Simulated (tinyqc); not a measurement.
Worked calculation: bound state in one dimension: Numerov shooting, finite differences, DVR. Computed by tinyqc, a small Python program that keeps every step. Settings: points = 64. Command: `OMP_NUM_THREADS=1 python tinyqc.py 27455 27456 out.jsonl` (the two numbers bound the seeds that draw the settings). One thread of a shared host (Intel(R) Xeon(R) Processor @ 2.60GHz), about 0.01 s of CPU time with the checks.

## Numerov steps at E = -12.44

One particle of mass 1 in V = -12.69 exp(-x^2/1.64^2) (atomic units), psi = 0 at both ends:
```
parameter                value
left end                    -7
right end                    7
intervals                   64
h                     0.218750
state sought (nodes)         2
```

k_i = 2 m (E - V_i); (1 + h^2 k_(i+1)/12) y_(i+1) = 2 (1 - 5 h^2 k_i/12) y_i - (1 + h^2 k_(i-1)/12) y_(i-1), from y_0 = 0, y_1 = 0.001.

Points along the way:
```
i           x          V           k               y
0   -7.000000  -1.55e-07  -24.880000        0.000000
1   -6.781250  -4.77e-07  -24.879999        0.001000
2   -6.562500  -1.41e-06  -24.879997        0.003322
3   -6.343750  -4.03e-06  -24.879992        0.010034
4   -6.125000  -0.000011  -24.879978        0.030006
5   -5.906250  -0.000030  -24.879941        0.089638
21  -2.406250  -1.474123  -21.931754  3188829.097400
22  -2.187500  -2.141874  -20.596252  8879440.540700
23  -1.968750  -3.003314  -18.873371        2.39e+07
24  -1.750000  -4.064006  -16.751988        6.19e+07
25  -1.531250  -5.307066  -14.265869        1.52e+08
26  -1.312500  -6.688077  -11.503846        3.48e+08
```

## Bisection on the node count

With more sign changes than the state has nodes (the last point included) the energy is too high, else too low; the bracket starts as -12.44 to -0.05.

Trials:
```
trial            E  sign changes  y at the right end   next
1      -6.24500000             2            3.43e+12  raise
2      -3.14750000             4            2.97e+07  lower
3      -4.69625000             3           -2.31e+10  lower
4      -5.47062500             3           -3.17e+11  lower
5      -5.85781250             3           -3.28e+11  lower
6      -6.05140625             2            5.15e+11  raise
7      -5.95460938             3           -5.65e+10  lower
8      -6.00300781             2            1.82e+11  raise
9      -5.97880859             2            5.20e+10  raise
10     -5.96670898             3           -4.70e+09  lower
11     -5.97275879             2            2.30e+10  raise
12     -5.96973389             2            9.01e+09  raise
13     -5.96822144             2            2.12e+09  raise
14     -5.96746521             3           -1.30e+09  lower
...            ...           ...                 ...    ...
29     -5.96775362             2            1.86e+04  raise
30     -5.96775361             3           -3.35e+04  lower
31     -5.96775361             3           -7.44e+03  lower
```

eigenvalue = -5.96775361 hartree

## The same grid by other methods

Three-point finite differences and the sine-DVR kinetic matrix of Colbert and Miller on the same points.

Lowest levels (hartree):
```
state  finite differences         DVR
0              -11.236286  -11.224086
1               -8.493511   -8.440340
2               -6.079999   -5.964270
3               -4.000338   -3.823508
4               -2.271916   -2.058957
```
